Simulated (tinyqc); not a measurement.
Grain growth, pinning, strength and diffusional creep of a polycrystal or thin film: one step, computed by the program tinyqc.

One mean grain size d describes the structure.

Task: Diffusional creep at T_c. Nabarro-Herring rate = 14 sigma Omega D_l/(k_B T d^2), D_l = D0 exp(-Q_l/(k_B T)); Coble rate = 14 pi sigma Omega delta D_b/(k_B T d^3), delta D_b = delta D0b exp(-Q_b/(k_B T)); they are equal at d_x = pi delta D_b/D_l.

Inputs (values chosen for the exercise, modelled on aluminium):
```
quantity                         value        unit
atomic volume Omega              16.59  angstrom^3
anneal temperature T               441           K
lattice diffusion energy Q_l      1.51          eV
boundary diffusion energy Q_b    0.878          eV
lattice prefactor D0           1.1e-05       m^2/s
boundary prefactor delta D0b   1.3e-14       m^3/s
applied stress sigma               110         MPa
service temperature T_c            406           K
```

grain size d = 65.34556 nm

Constants: k_B = 1.380649e-23 J/K; k_B = 8.617333262e-05 eV/K.

Give: Nabarro-Herring rate; Coble rate; crossover size d_x; time to 1 % strain.

Result:

Nabarro-Herring rate = 2.117e-09 1/s

Coble rate = 0.008421 1/s

crossover size d_x = 2.599e+05 micrometre

time to 1 % strain = 1.187 s

Boundary diffusion carries the creep, by a factor 4.0e6. Caution: sigma Omega is not small against k_B T, as the linear creep laws assume.
